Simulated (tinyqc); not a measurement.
## Core-level spacing from the offsets

Inverse problem. For an overlayer B on a substrate A, dEv = (iB - iA) - (cB - vB) + (cA - vA) in binding energies, and dEc + dEv = EgB - EgA. Find dEv and the spacing iB - iA that a thin film must show.

Parameters, values chosen for the exercise: gap of the substrate A EgA = 0.74 eV; gap of the overlayer B EgB = 8.94 eV.

dEc = 3.0058194 eV
cA - vA = 77.354181 eV
cB - vB = 97.73 eV

Solution. The gaps give dEv, and the Kraut relation is solved for the spacing.

dEv = 5.1942 eV
iB - iA = 25.570 eV

Program tinyqc, `OMP_NUM_THREADS=1 python tinyqc.py 2410001 2410002 out.jsonl`; Intel Xeon 2.30GHz, shared host, one thread, about 0.01 s.
